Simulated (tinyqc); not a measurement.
Inside a calculation: polar nitride quantum well with polarisation fields. Values are carried at full precision from step to step, so a last printed digit may differ when a step is redone from the rounded ones.

Growth along [0001]. e_par = (a_sub - a)/a, Ppz = 2 e_par (e31 - e33 C13/C33), P = Psp + Ppz in each layer; strain relaxation and the strain shift of the gaps are left out, although thick layers with more than about 1 % mismatch would relax.

Constants: hbar^2/2m0 = 3.80998211 eV angstrom^2; hc = 1239.841984 eV nm.

Inputs chosen for the exercise (near those of a GaN well in AlN; shifted at random, so the results belong to these values and not to a real crystal): a_w = 3.189 angstrom (lattice constant a, well); a_b = 3.112 angstrom (lattice constant a, barrier); a_sub = 3.189 angstrom (in-plane lattice constant of the stack); Psp_w = -0.0352 C/m^2 (spontaneous polarisation); Psp_b = -0.0897 C/m^2 (spontaneous polarisation); e31_w = -0.33 C/m^2; e31_b = -0.558 C/m^2; e33_w = 0.657 C/m^2; e33_b = 1.504 C/m^2; C_w = 0.264 (C13/C33); C_b = 0.282 (C13/C33); Lw = 36 angstrom (well width); Lb = 120 angstrom (barrier width); eps_w = 10.5 (dielectric constant); eps_b = 10.3 (dielectric constant); Eg = 3.44 eV (gap of the well); Vc = 1.85 eV (conduction offset); Vv = 0.87 eV (valence offset); me = 0.2 m0 (electron, well); meb = 0.32 m0 (electron, barrier); mh = 1.93 m0 (hole, everywhere).

## Strain and polarisation

Give strain and polarisation of well and barrier; the bound sheet charge is |P_w - P_b|/e with e = 1.602176634e-19 C.

Layers:
```
layer      e_par  Ppz (C/m^2)  P (C/m^2)
well     0.00000      0.00000   -0.03520
barrier  0.02474     -0.04860   -0.13830
```

sheet charge = 6.435 x 1e13/cm^2

Of P_w - P_b = +0.1031 C/m^2 the piezoelectric part gives +0.0486 and the spontaneous part +0.0545.

## Built-in fields

In a periodic stack without free charge the potential drop over a period vanishes: F_w = (P_b - P_w) Lb/(eps0 (eps_w Lb + eps_b Lw)), F_b = -F_w Lw/Lb, eps0 = 8.8541878e-12 F/m; 1 MV/cm = 1e8 V/m = 0.01 V/angstrom.

Give both fields and the drop |F_w| Lw across the well.

F_w = -8.568 MV/cm
F_b = 2.571 MV/cm
drop = 3.085 eV

## Levels with and without the field

Envelope functions on cells of 0.25 angstrom over barrier, well, barrier (widths Lb, Lw, Lb), psi = 0 beyond, psi'/m continuous (mean mass between points), c = hbar^2/2m0. With u(z) the integral of e F (F_w in the well, F_b = -F_w Lw/Lb in the barriers, 1 MV/cm = 0.01 V/angstrom), zero at the centre of the well, the electron sees u plus Vc in the barriers and the hole -u plus Vv. The transition is Eg + E_e + E_h; excitons are left out.

Ground states of electron and hole, their centres, the squared overlap, the transition and its wavelength hc/E.

Results:
```
case            E_e (eV)  E_h (eV)  <z>_e  <z>_h  overlap^2  E (eV)     nm
no field          0.0966    0.0128    0.0    0.0      0.987  3.5494  349.3
built-in field   -0.6673   -1.1112   12.6  -15.4   2.44e-05  1.6616  746.2
```

The field shifts the line by -1888 meV, below the gap of the well material, pulls the carriers 28.0 angstrom apart and, with the rate proportional to overlap^2, lengthens the radiative lifetime by a factor 4.05e+04.

## Estimate from two triangular wells

For a strong field: E = Eg - |e F_w| Lw + a0 (c (e F_w)^2)^(1/3) (me^(-1/3) + mh^(-1/3)), a0 = 2.338107, hard walls, c = hbar^2/2m0, 1 MV/cm = 0.01 V/angstrom.

electron term = 1.2136 eV
hole term = 0.5701 eV
E = 2.1391 eV

Both terms lie below the drop across the well, but the estimate also takes the near wall as infinitely high. Against the grid result 1.6616 eV the estimate errs by +478 meV: +339 from the electron and +139 from the hole, since hard walls stand in for offsets of 1.85 and 0.87 eV into which the carriers leak.

## Checks

- Electron level without field against the matching condition of the square well, eV: both 0.097.

Program tinyqc; command `OMP_NUM_THREADS=1 python tinyqc.py 1250857 1250858 out.jsonl`; about 0.08 s on one thread of a shared Intel(R) Xeon(R) Processor @ 2.30GHz.
